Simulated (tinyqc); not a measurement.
p-n diode with diffusion and depletion-layer recombination: effect of the trap level above the intrinsic level.

Abrupt junction in the depletion approximation, low injection, full ionisation, neutral widths fixed, ohmic contact on the p side. Vj is the junction voltage; where a series resistance Rs is given, V = Vj + J Rs is the terminal voltage.

ni = sqrt(Nc Nv) exp(-Eg/(2 Vt)), Eg in volts; D = mu Vt; Ln = sqrt(Dn tn), Lp = sqrt(Dp tp); J0n = q ni^2 Dn coth(wp/Ln)/(Ln Na); J0p = (q ni^2 Dp/(Lp Nd)) (s + tanh(wn/Lp))/(1 + s tanh(wn/Lp)), s = Sp Lp/Dp. J_diff = (J0n + J0p)(exp(Vj/Vt) - 1). Vbi = Vt ln(Na Nd/ni^2), W = sqrt(2 eps0 eps_r (Vbi - Vj)(1/Na + 1/Nd)/q), xp = W Nd/(Na + Nd), xn = W Na/(Na + Nd); u(x) = q Na (x + xp)^2/(2 eps0 eps_r) for x < 0 and Vbi - Vj - q Nd (xn - x)^2/(2 eps0 eps_r) for x > 0; p = Na exp(-u/Vt), n = Nd exp((u - Vbi + Vj)/Vt); U = ni^2 (exp(Vj/Vt) - 1)/(tp (n + ni exp(Et/Vt)) + tn (p + ni exp(-Et/Vt))); J_scr = q times the integral of U from -xp to xn. J = J_diff + J_scr.

Parameters, values chosen for the exercise; band and dielectric values close to those of silicon: temperature T = 300 K; band gap Eg = 1.13 eV; relative permittivity eps_r = 11.9; conduction-band density of states at T Nc = 2.76e19 cm^-3; valence-band density of states at T Nv = 2.67e19 cm^-3; acceptor density Na = 1e16 cm^-3; donor density Nd = 3.3e15 cm^-3; electron mobility in the p side mun = 1200 cm^2/(V s); hole mobility in the n side mup = 380 cm^2/(V s); electron lifetime tn = 4e-7 s; hole lifetime tp = 7e-7 s; neutral width of the p side wp = 2.1 um; neutral width of the n side wn = 61 um; recombination velocity at the n contact Sp = 1e7 cm/s; junction voltage at which recombination is evaluated Vj = 0.44 V.

Constants: q = 1.602176634e-19 C, kB = 1.380649e-23 J/K, Vt = kB T/q, eps0 = 8.8541878128e-14 F/cm where lengths are in cm. Results are converted to the units shown.

The same in every row: J0n (A/cm^2) = 1.815e-10; J0p (A/cm^2) = 1.420e-11; J_diff (A/cm^2) = 0.004823; wn/Lp = 2.326.

Results:
```
Et (eV)  J_scr (A/cm^2)  J_scr/J (%)
-0.3           1.235e-5       0.2553
-0.2           4.724e-5       0.9700
-0.1           5.199e-5        1.066
0              5.210e-5        1.069
0.2            4.428e-5       0.9097
0.3            8.623e-6       0.1785
```

Estimate the missing row, Et = 0.1 eV.

Computed row:
```
Et (eV)  J_scr (A/cm^2)  J_scr/J (%)
0.1            5.191e-5        1.065
```

With this row back in the table: As Et goes from -0.3 to 0.3, J0p stays at 1.42e-11 A/cm^2, J_scr goes from 1.23e-5 through a maximum of 5.21e-5 (at Et = 0 among the rows listed) to 8.62e-6 A/cm^2 and its share goes from 0.255 through a maximum of 1.07 (at Et = 0 among the rows listed) to 0.178 %. A level far from mid-gap re-emits carriers to the nearer band, which lowers U once ni exp(|Et|/Vt) exceeds the local carrier density.

tinyqc, about 0.01 s, one thread, Intel Xeon 2.30GHz (shared host): `OMP_NUM_THREADS=1 python tinyqc.py 2260052 2260053 out.jsonl`
